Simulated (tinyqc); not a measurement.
# Input admittance of a MOSFET at zero drain bias: distributed channel and distributed gate: two studies

Source and drain grounded, strong inversion, w = 2 pi f, Cox = eps0 eox/tox. The channel is an RC line of resistance 1/(mu Cox Vo) per square fed from both ends, so one finger has the intrinsic admittance y = i w Cox L tanh(g)/g per width, g = (1/2) sqrt(i w tau), tau = L^2/(mu Vo). The vertical resistance rv/L is in series with y, the overlaps 2 i w Cov in parallel: y_t = 1/(1/y + rv/L) + 2 i w Cov. The gate strip is a line of Rsh/L per length loaded by y_t, so a finger has Y = y_t Wf tanh(k)/k, k = (Wf/sd) sqrt(y_t Rsh/L); the device has Nf Y.

Inputs (values chosen for the exercise); values of the order met in silicon radio-frequency transistors:
```
symbol,value,unit,meaning
eox,3.9,,relative permittivity of the gate insulator (close to silicon dioxide)
tox,3.4,nm,insulator thickness
L,0.97,um,channel length
Wf,0.95,um,finger width
Nf,8,,number of fingers
mu,100,cm^2/(V s),channel mobility
Vo,0.49,V,gate overdrive
Rsh,6,ohm/square,sheet resistance of the gate
rv,0,ohm um^2,vertical resistivity of the gate stack
sd,2,,number of ends at which a finger is contacted
Cov,0.27,fF/um,overlap and fringe capacitance on each side
f,1.8,GHz,frequency
```

Constants: eps0 = 8.8541878128e-14 F/cm where lengths are in cm. Results are converted to the units shown.

Each table varies one quantity; the others keep the values above.

## Input impedance against frequency

Low-frequency limits, with c = Cox L and ct = c + 2 Cov: R_strip = Rsh Wf/(3 sd^2 L Nf), R_ch = (c/ct)^2 L/(12 mu Cox Vo Wf Nf), R_vert = (c/ct)^2 rv/(L Wf Nf), C = ct Wf Nf. Z = 1/(Nf Y) = R + 1/(i w C), Q = |Im Z|/R, far-point signal |1/cosh k|.

The same in every row: low-frequency R (ohm) = 192.1.

Result of one run:

| f (GHz) | w tau | \|k\| | R (ohm) | C (fF) | Q | signal at the far point |
|---|---|---|---|---|---|---|
| 0.4 | 0.4826 | 0.006034 | 192.1 | 78.95 | 26.23 | 1.000 |

What becomes of these results when the frequency f is changed from 0.4 to 0.1 GHz, all else the same?

Result of the changed run:

| f (GHz) | w tau | \|k\| | R (ohm) | C (fF) | Q | signal at the far point |
|---|---|---|---|---|---|---|
| 0.1 | 0.1206 | 0.003019 | 192.1 | 78.97 | 104.9 | 1.000 |

The whole series:

| f (GHz) | w tau | \|k\| | R (ohm) | C (fF) | Q | signal at the far point |
|---|---|---|---|---|---|---|
| 0.02 | 0.02413 | 0.001350 | 192.1 | 78.98 | 524.4 | 1.000 |
| 0.05 | 0.06032 | 0.002134 | 192.1 | 78.98 | 209.8 | 1.000 |
| 0.1 | 0.1206 | 0.003019 | 192.1 | 78.97 | 104.9 | 1.000 |
| 0.4 | 0.4826 | 0.006034 | 192.1 | 78.95 | 26.23 | 1.000 |
| 1 | 1.206 | 0.009513 | 192.0 | 78.79 | 10.52 | 1.000 |
| 3 | 3.619 | 0.01606 | 190.8 | 77.31 | 3.597 | 1.000 |
| 7 | 8.445 | 0.02229 | 184.9 | 71.00 | 1.732 | 0.9999 |
| 20 | 24.13 | 0.02854 | 149.0 | 47.01 | 1.136 | 0.9997 |
| 50 | 60.32 | 0.03582 | 87.75 | 28.15 | 1.288 | 0.9996 |

R falls from 192 to 87.8 ohm and C falls from 79.0 to 28.2 fF. Q goes as f^(-1.00) between the first two rows and f^(0.14) between the last two, where w tau = 60.3 and |k| = 0.0358. The low-frequency limits hold both R and C within 5 % up to f = 3 GHz among the rows.

## Effect of the channel length

Same model as above.

Effect of the channel length:

| L (um) | w tau | \|k\| | R (ohm) | low-frequency R (ohm) | C (fF) | Q | signal at the far point |
|---|---|---|---|---|---|---|---|
| 0.03 | 0.002077 | 0.02076 | 2.839 | 2.839 | 6.420 | 4851 | 1.000 |
| 0.058 | 0.007764 | 0.01726 | 4.502 | 4.502 | 8.581 | 2289 | 1.000 |
| 0.11 | 0.02793 | 0.01519 | 11.55 | 11.55 | 12.59 | 607.6 | 1.000 |
| 0.22 | 0.1117 | 0.01389 | 31.71 | 31.71 | 21.08 | 132.2 | 1.000 |
| 0.42 | 0.4072 | 0.01323 | 73.04 | 73.05 | 36.51 | 33.15 | 1.000 |
| 0.8 | 1.477 | 0.01281 | 154.9 | 155.1 | 65.61 | 8.703 | 1.000 |
| 1.6 | 5.909 | 0.01181 | 324.7 | 330.3 | 121.2 | 2.248 | 1.000 |
| 3 | 20.77 | 0.008709 | 542.8 | 638.2 | 156.7 | 1.040 | 1.000 |

As L goes from 0.03 to 3, R rises from 2.84 to 543 ohm, C rises from 6.42 to 157 fF and Q falls from 4850 to 1.04.

tinyqc, about 0.01 s, one thread, Intel Xeon 2.30GHz (shared host): `OMP_NUM_THREADS=1 python tinyqc.py 2262133 2262134 out.jsonl`
